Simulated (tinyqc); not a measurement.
Inside a calculation. Method: lattice vibrations of a chain. Computed by tinyqc, a small Python program that keeps every step. Command: `OMP_NUM_THREADS=1 python tinyqc.py 24802 24803 out.jsonl` (the two numbers bound the seeds that draw the settings). One thread of a shared host (Intel(R) Xeon(R) Processor @ 2.60GHz), about 0.01 s of CPU time with the checks.

## Dynamical matrix at q = 0.3

A chain moving along its axis:
```
atom   mass (u)  spring to the next atom (eV/angstrom^2)
1     81.400000                                 5.000000
2     11.900000                                17.200000
3     84.600000                                13.500000
4     86.800000                                 9.300000
```

q is in units of 2 pi/a. A spring k from atom i to atom j, n cells on, adds k to Phi_ii and Phi_jj, -k exp(2 pi i q n) to Phi_ij and the conjugate to Phi_ji (for one atom a cell: 2k (1 - cos 2 pi q n)); D_ij = Phi_ij / sqrt(m_i m_j).

D(q) (eV/(angstrom^2 u)):
```
                    1          2          3                   4
1            0.175676  -0.160651   0.000000  0.034190+0.105225i
2           -0.160651   1.865546  -0.542088            0.000000
3            0.000000  -0.542088   0.362884           -0.157539
4  0.034190-0.105225i   0.000000  -0.157539            0.262673
```

## Frequencies

omega^2 are the eigenvalues; wavenumber = 521.4708 sqrt(eigenvalue) 1/cm.

eigenvalues: 0.028204  0.162713  0.421522  2.054339

wavenumbers (1/cm): 87.6  210.3  338.6  747.4

weights |e|^2 of the mass-weighted modes:
```
          mode 1    mode 2    mode 3    mode 4
atom 1  0.276874  0.570434  0.146147  0.006545
atom 2  0.035595  0.038157  0.027251  0.898998
atom 3  0.326405  0.322209  0.257600  0.093785
atom 4  0.361126  0.069200  0.569002  0.000672
```

## Dispersion and heat capacity

C/k_B per atom = mean over q = (j + 1/2)/80, j = 0..39 and all branches of y^2 e^y/(e^y - 1)^2, y = hc wavenumber / k_B T.

Wavenumbers (1/cm):
```
q           branch 1    branch 2    branch 3    branch 4
0.000000    0.000000  243.893330  326.933206  747.537808
0.062500   18.954257  242.056178  327.763393  747.531105
0.125000   37.744759  236.831821  329.990705  747.512011
0.187500   56.182753  228.901967  333.013470  747.483423
0.250000   74.013810  219.056778  336.209919  747.449681
0.312500   90.828873  208.118136  339.099479  747.415916
0.375000  105.838711  197.147889  341.357861  747.387275
0.437500  117.311545  188.041782  342.784511  747.368129
0.500000  121.930507  184.202814  343.271406  747.361404
```

Heat capacity:
```
T (K)  C/k_B per atom
20           0.077117
50           0.196015
100          0.391353
200          0.638918
300          0.772113
600          0.923154
1200         0.978965
```

zero-point energy per atom = 21.237283 meV
